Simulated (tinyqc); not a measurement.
Nanowire ballistic transistor, top-of-the-barrier model: one step of the calculation.

At the top of the source barrier, states moving towards the drain are filled by the source (Fermi level 0) and states moving back by the drain (Fermi level -q Vd); nothing scatters. U is the shift of the band edge there, set by the capacitances CG, CD and CS (the total) and by the charge. Parabolic one-dimensional subband; the source is grounded.

Problem. Self-consistent potential at the barrier top. eta1 = -(E0 + U)/Vt, eta2 = eta1 - Vd/Vt, n = (N0/2)[F_(-1/2)(eta1) + F_(-1/2)(eta2)], F_(-1/2)(x) = (1/sqrt(pi)) int_0^infinity u^(-1/2)/(1 + exp(u - x)) du. U(out) = UL + q (n - n0)/CS. Newton step: U(new) = U + (U(out) - U)/(1 + CQ/CS), CQ = (q/Vt) dn/d(eta1) with both F' summed; F' = dF_(-1/2)/dx.

Inputs (values chosen for the exercise); mass and valleys close to those of germanium: temperature T = 300 K; band edge at the barrier top above the source Fermi level at zero bias E0 = 0.2 eV; drain voltage Vd = 0.2 V.

Constants: q = 1.602176634e-19 C, kB = 1.380649e-23 J/K, Vt = kB T/q. Results are converted to the units shown.

U at the start (U = UL) = -0.6662 eV
N0 = 6.3313986e6 cm^-1
CS = 4.9109345 pF/cm
n0 = 2763.8436 cm^-1
UL = -0.6662 eV

Wanted: eta1; eta2; n; U(out); CQ; U after iteration 1.

Solution.

eta1 = 18.03
eta2 = 10.30
n = 2.657e7 cm^-1
U(out) = 0.2004 eV
CQ = 6.112 pF/cm
U after iteration 1 = -0.2801 eV

Computed by the program tinyqc: `OMP_NUM_THREADS=1 python tinyqc.py 2400066 2400067 out.jsonl`, one thread of a shared Intel Xeon 2.30GHz, about 0.04 s for the whole run.
